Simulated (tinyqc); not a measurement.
# Changing the anneal temperature T

Model: kinetics of strain relaxation and threading dislocations in mismatched semiconductor layers. Computed by tinyqc, a small Python program. Command: `OMP_NUM_THREADS=1 python tinyqc.py 3028787 3028788 out.jsonl threading sweep`. One thread of a shared host (Intel(R) Xeon(R) Processor @ 2.30GHz), about 0.01 s of CPU time with the checks.

60-degree dislocations on {111} planes of a (001) layer, isotropic elasticity. The Schmid factor is 1/sqrt(6), and a misfit segment relieves strain with b/2.

Inputs (values chosen for the exercise, for a model layer):
```
quantity                        value         unit
misfit f                       0.0106            -
shear modulus G                    61          GPa
Poisson ratio nu                 0.27            -
Burgers vector b                 3.88     angstrom
glide activation energy Q         1.9           eV
velocity prefactor v0           21000  m/s per MPa
layer thickness h                 120           nm
anneal time t                    1000            s
initial thread density rho_0   160000       1/cm^2
multiplication constant delta    6200          1/m
```

Sources: fixed density of threads.

Constants: k_B = 8.617333262e-05 eV/K.

Method:
- Excess resolved stress tau = (1/sqrt 6) [2 G (1 + nu)/(1 - nu)] (e - e_eq), e_eq = b (1 - nu/4) [ln(h/b) + 1]/(4 pi (1 + nu) h), the Matthews-Blakeslee strain of an uncapped layer; glide velocity v = v0 tau exp(-Q/(k_B T)), tau in MPa.
- Threads run in two directions, so de/dt = -(b/4) rho v, with rho fixed. With x = e - e_eq, x0 = f - e_eq (fully strained at t = 0) and v = m S x (m the mobility, S x = tau): x = x0 exp(-t/t_r), t_r = 4/(b rho_0 m S).
- The half time is that at which x = x0/2.

One run for each value; columns: (1) anneal temperature T (K); (2) initial velocity (micrometre/s); (3) half time (s); (4) share of the excess strain relieved (%); (5) thread density (1/cm^2):
```
(1)         (2)         (3)     (4)     (5)
723  9.6723e-01  4.3070e+04   1.596  160000
745  2.3803e+00  1.7501e+04   3.883  160000
767  5.5629e+00  7.4887e+03   8.840  160000
789  1.2400e+01  3.3597e+03  18.642  160000
811  2.6463e+01  1.5743e+03  35.616  160000
833  5.4259e+01  7.6779e+02  59.456  160000
855  1.0721e+02  3.8856e+02  83.202  160000
877  2.0474e+02  2.0347e+02  96.684  160000
899  3.7879e+02  1.0998e+02  99.817  160000
```

Over the rows, initial velocity (micrometre/s) rises from 0.967 to 379 (exponent d ln y / d ln x 30 between the first rows and 25 between the last); half time (s) falls from 43100 to 110 (exponent d ln y / d ln x -30 between the first rows and -25 between the last); share of the excess strain relieved (%) rises from 1.60 to 99.8 (exponent d ln y / d ln x 30 between the first rows and 1.3 between the last).

Caution (rows 767, 789, 811, 833, 855, 877, 899): blocking of threads by crossing misfit lines, left out here, leaves real layers with more strain.

Extremes, crossings and ranges named in words are read from the listed rows.
